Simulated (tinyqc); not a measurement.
Worked calculation: CID on RHF in the sto-3g basis, for H3-, spin multiplicity 1. The basis has no diffuse functions, so it cannot describe the extra electron: this is an exercise in the method, not the real anion. One step of it, computed by the program tinyqc.

Question. CID: roots. Diagonalise (each vector has its largest component positive (the first on a tie)); all determinants have Ms = 0, so triplets appear too. The lowest singlet root is the correlation energy.

Occupation strings over the orbitals (2 doubly, a alpha, b beta, 0 empty; spin orbitals ordered 1a 1b 2a 2b ...): 220 202 022

H - E(HF) between determinants (hartree), order 220, 202, 022:
```
[[0.000000, 0.139185, 0.131559],
 [0.139185, 1.548861, 0.163223],
 [0.131559, 0.163223, 2.111660]]
```

Give: lowest roots of this matrix, relative to E(HF); lowest vectors; <S^2> of these roots; weight of the ground state by excitation level 0, 1, 2, ....

Answer.

lowest roots of this matrix, relative to E(HF) (hartree): [-0.0188, 1.5114, 2.1679]

lowest vectors, order 220, 202, 022:
```
[[0.9951, 0.0644, 0.0756],
 [-0.0826, 0.9593, 0.2701],
 [-0.0551, -0.2750, 0.9599]]
```

<S^2> of these roots: [0.0000, 0.0000, 0.0000]

weight of the ground state by excitation level 0, 1, 2, ...: [0.9901, 0.0000, 0.0099]
